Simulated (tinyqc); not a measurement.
What moves the results: deep level as a short-range spherical well. A value that a table varies takes the place of the one given here.

A spherical well of radius R and depth V0 below the conduction edge, one mass m, c = hbar^2/2m0. The s level at binding Et solves k cot(k R) = -kappa with k = sqrt(m (V0 - Et)/c), kappa = sqrt(m Et/c); it exists for V0 > Vc = c (pi/2R)^2/m. Outside, psi falls as exp(-kappa r)/r.

Lucovsky model (delta well, plane-wave final states, no local-field factor): sigma = (32 pi alpha c/(3 n_r m Et)) (x - 1)^(3/2)/x^3, x = h nu/Et, c = hbar^2/2m0; 1 angstrom^2 = 1e-16 cm^2.

Constants: hbar^2/2m0 = 3.80998211 eV angstrom^2; fine-structure constant alpha = 0.007297352564; e^2/(4 pi eps0) = 14.39964547 eV angstrom; kB = 8.617333262e-05 eV/K.

Parameters, chosen for this exercise (near those of GaN; shifted at random, so the results belong to these values and not to a real crystal): R = 4.8 angstrom (radius of the well); m = 0.204 m0 (mass); fV = (1.06, 1.14, 1.33, 1.62, 2.09, 2.91, 5.75) (V0/Vc); n_r = 2.39 (refractive index); xs = (1.06, 1.2, 1.42, 1.73, 2.12, 2.74, 4.11, 7.26) (photon energies h nu/Et); eps = 9.2 (static dielectric constant); T = 350 K (temperature); Fs = (1, 5, 20, 50, 100, 200) kV/cm (fields).

## From threshold to a deep level

Et against the depth at fixed R; near threshold Et = (pi^2/16)(V0 - Vc)^2/Vc.

Results:
```
V0/Vc  V0 (eV)   Et (eV)  threshold form (eV)  1/kappa (angstrom)  share outside
1.06     2.120  0.004255             0.004442                66.3          0.931
1.14     2.280   0.02195              0.02418                29.2          0.850
1.33     2.660    0.1085               0.1344                13.1          0.702
1.62     3.240    0.3290               0.4743                 7.5          0.549
2.09     4.180    0.8305                1.466                 4.7          0.398
2.91     5.820     1.944                4.501                 3.1          0.261
5.75    11.501     6.684                27.84                 1.7          0.108
```

What can be read from the table?

The threshold form holds to 10 % up to V0/Vc = 1.06 of those listed. There the state is mostly outside the well (93 % in the first row) and knows only Et, which is why a delta-well model works; more than half is inside from V0/Vc = 2.09 on. A second s level would need V0/Vc > 9. From V0/Vc = 5.75 on Et exceeds the gap of the host, about 3.4 eV, so those rows only show the model.

## Neutral against charged centre

Et = 0.43800 eV

Lucovsky cross-section, its shape relative to the peak, and the shape of a hydrogen-like centre relative to threshold: x^-4 exp(4 - 4 atan(e)/e)/(1 - exp(-2 pi/e)), e = sqrt(x - 1).

Results:
```
x     h nu (eV)  sigma (1e-18 cm^2)  relative to peak  hydrogen-like
1.06      0.464                5.38             0.099          0.856
1.20      0.526                22.6             0.414          0.612
1.42      0.622                41.5             0.760          0.386
1.73      0.758                52.6             0.964          0.223
2.12      0.929                54.3             0.995          0.125
2.74      1.200                48.7             0.893          0.060
4.11      1.800                34.5             0.632          0.018
7.26      3.180                17.9             0.327          0.003
```

How do the results move?

The short-range centre starts from zero, reaches half its peak at x = 1.24 and peaks at x = 2; in the last row it still has 33 % of the peak. The Coulomb centre is largest at threshold and is down to 0.3 % there. Reading the peak as the threshold would misplace the level by a factor 2, here 0.44 eV.

## Emission in a field

Barrier lowering for a charged centre (Poole-Frenkel) is 2 sqrt(q e F/eps), q = e^2/(4 pi eps0), and for the neutral well e F R; the one-dimensional enhancement is exp(lowering/kB T). 1 kV/cm = 1e-5 V/angstrom; tunnelling is left out.

Results:
```
F (kV/cm)  lowering, charged (meV)  enhancement  saddle at (angstrom)  lowering, neutral (meV)  enhancement
1                              7.9         1.30                   396                     0.05        1.002
5                             17.7         1.80                   177                     0.24        1.008
20                            35.4         3.23                    88                     0.96        1.032
50                            55.9         6.39                    56                     2.40        1.083
100                           79.1         13.8                    40                     4.80        1.173
200                          111.9         40.9                    28                     9.60        1.375
```

What does this show, and why?

At 200 kV/cm the charged centre emits 40.9 times faster and the neutral one 1.37 times: the logarithm of the enhancement is linear in sqrt(F) for the first and in F for the second, which tells the charge state. The largest lowering is 26 % of Et.

Program tinyqc; command `OMP_NUM_THREADS=1 python tinyqc.py 1281135 1281136 out.jsonl`; about 0.01 s on one thread of a shared Intel(R) Xeon(R) Processor @ 2.30GHz.
